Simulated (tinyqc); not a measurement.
# n-type polysilicon, carrier trapping at grain boundaries: effect of the doping

One-dimensional grains of size Lg, uniform ionised doping N, monovalent traps Qt at each boundary at a depth Et below (for electrons) or above (for holes) the band edge there, abrupt depletion of width W on each side of a boundary, Boltzmann statistics. xi is the distance from the band edge at the grain centre to the Fermi level. Trapped charge Qt/(1 + exp((xi + VB - Et)/Vt)) = 2 N W, barrier VB = q N W^2/(2 eps0 eps_r).

If the trap equation with xi = Vt ln(NB/N) has a root W < Lg/2, the grain is partly depleted; otherwise W = Lg/2 and the trap equation gives xi = Et - VB + Vt ln(Qt/(N Lg) - 1). N* = Qt/Lg. n0 = NB exp(-xi/Vt); mean density n0 (1 - 2 W/Lg) by charge balance in a partly depleted grain, and n0 (sqrt(pi)/2) erf(u)/u with u = sqrt(VB/Vt) in a fully depleted one; v = sqrt(kB T/(2 pi ms m0)); barrier resistivity Vt exp(VB/Vt)/(q fe n0 v Lg); grain resistivity (1 - 2 W/Lg)/(q n0 mug); effective mobility 1/(q mean density total resistivity). Rows with xi above 0.45 V, towards mid-gap, are left out, since the other carrier type is ignored.

Inputs (values chosen for the exercise); values of the order met in polycrystalline silicon:
- T = 400 K (temperature)
- eps_r = 11.7 (relative permittivity)
- NB = 4.31e19 cm^-3 (conduction-band density of states at T)
- Lg = 170 nm (grain size)
- Qt = 6.1e11 cm^-2 (trap density of a grain boundary)
- Et = 0.33 eV (depth of the trap level from the majority band edge at the boundary)
- ms = 0.34 m0 (mass for thermionic emission)
- fe = 0.12 (correction factor of the emission rate)
- mug = 110 cm^2/(V s) (mobility inside the grains)

Constants: q = 1.602176634e-19 C, kB = 1.380649e-23 J/K, m0 = 9.1093837015e-31 kg, Vt = kB T/q, eps0 = 8.8541878128e-14 F/cm where lengths are in cm. Results are converted to the units shown.

Results:
columns A: N (cm^-3); B: N/N*; C: depleted share 2 W/Lg; D: VB (V); E: xi (V); F: mean density (cm^-3); G: resistivity (ohm cm); H: effective mobility (cm^2/(V s))
```
A             B        C         D       E         F        G      H
1.8e15  0.05016    1.000   0.01006  0.4213  1.930e14    125.1  258.6
3.8e15   0.1059    1.000   0.02123  0.3823  5.439e14    55.77  205.8
7.9e15   0.2202    1.000   0.04414  0.3295  2.123e15    23.40  125.6
1.7e16   0.4738   0.8707   0.07201  0.2702  2.197e15    9.839  288.7
3.5e16   0.9754   0.6065   0.07194  0.2453  1.377e16    5.198  87.20
7.4e16    2.062   0.3886   0.06244  0.2195  4.524e16    2.106  65.52
1.5e17    4.180   0.2240   0.04207  0.1951  1.164e17   0.7408  72.39
3.2e17    8.918   0.1102   0.02171  0.1690  2.847e17   0.2739  80.03
1.4e18    39.02  0.02557  0.005113  0.1181  1.364e18  0.05589  81.85
```

Estimate the missing row, N = 6.8e17 cm^-3.

Computed row:
columns A: N (cm^-3); B: N/N*; C: depleted share 2 W/Lg; D: VB (V); E: xi (V); F: mean density (cm^-3); G: resistivity (ohm cm); H: effective mobility (cm^2/(V s))
```
A           B        C        D       E         F       G      H
6.8e17  18.95  0.05246  0.01045  0.1430  6.443e17  0.1185  81.75
```

With this row back in the table: As N goes from 1.8e15 to 1.4e18, VB goes from 0.0101 through a maximum of 0.0720 (at N = 1.7e16 among the rows listed) to 0.00511 V, the resistivity falls from 125 to 0.0559 ohm cm and the effective mobility moves up and down between 65.5 and 289 cm^2/(V s). The steepest fall of the resistivity among the rows, as N^(-1.5), lies between N = 7.4e16 and 1.5e17 cm^-3; N* = 3.59e16 cm^-3. While the grain is fully depleted VB grows as N; once the traps are full it falls as 1/N. For N = 1.8e15, 3.8e15, 3.2e17, 6.8e17, 1.4e18 VB is below Vt, where abrupt depletion and thermionic emission are rough. For N = 1.8e15, 3.8e15, 7.9e15, 1.7e16, 3.5e16 the grain is near the changeover between partial and full depletion, within a few Debye lengths, where both limits are rough. For N = 1.8e15, 3.8e15, 7.9e15, 1.7e16 the effective mobility exceeds mug, since drift through the depleted part of the grain is left out.

Program tinyqc, `OMP_NUM_THREADS=1 python tinyqc.py 2830037 2830038 out.jsonl`; Intel Xeon 2.30GHz, shared host, one thread, about 0.01 s.
